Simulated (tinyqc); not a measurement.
How far the fits carry: temperature and isotope dependence of a band gap in oscillator models.

E(T) = E0 - sum_i sl_i th_i n_i(T), n = 1/(exp(th/T) - 1). The same coupling lowers the gap at 0 K by the zero-point term ZP = sum_i sl_i th_i/2, so the gap of the static lattice is E0 + ZP. Thermal expansion is taken as part of the slopes.

Two-parameter forms are made to pass through the falls at the two temperatures T12: Varshni aV T^2/(T + bV), from the line T^2/fall = (T + bV)/aV; one oscillator s1 t1/(exp(t1/T) - 1), with t1 from the ratio of the falls.

Values chosen for the exercise (near those of diamond; not measured data): E0 = 5.47 eV (gap at 0 K); th = (575, 1489) K (temperatures of two oscillators); sl = (0.1925, 0.3575) meV/K (their high-temperature slopes); T12 = (1010, 1980) K (temperatures of the fits).

Falls of the gap from E0, and errors of the two fits against the model.

Results:

| T (K) | fall (meV) | Varshni - model (meV) | one oscillator - model (meV) | fall/ZP |
|---|---|---|---|---|
| 20 | 0.00 | 0.22 | 0.00 | 0.000 |
| 50 | 0.00 | 1.33 | 0.00 | 0.000 |
| 100 | 0.35 | 4.75 | -0.34 | 0.001 |
| 200 | 6.93 | 11.98 | -4.51 | 0.022 |
| 300 | 22.84 | 16.80 | -7.29 | 0.071 |
| 400 | 47.67 | 18.29 | -7.10 | 0.148 |
| 600 | 117.43 | 14.12 | -4.15 | 0.365 |
| 800 | 203.23 | 6.78 | -1.61 | 0.632 |

Below the first fit point the largest errors are +18.29 meV (Varshni, 400 K, on a fall of 47.67 meV) and -7.29 meV (one oscillator, 300 K); a T^2 law cannot freeze out; a single oscillator misses the soft modes. No row lies well beyond the second fit point, so the table does not test extrapolation to high T. The thermal fall stays below ZP up to 800 K.

Computed by tinyqc, a small Python program: `OMP_NUM_THREADS=1 python tinyqc.py 1880517 1880518 out.jsonl` (the numbers bound the seed that draws the inputs); one thread of a shared host (Intel(R) Xeon(R) Processor @ 2.30GHz), about 0.01 s for the whole set of steps.
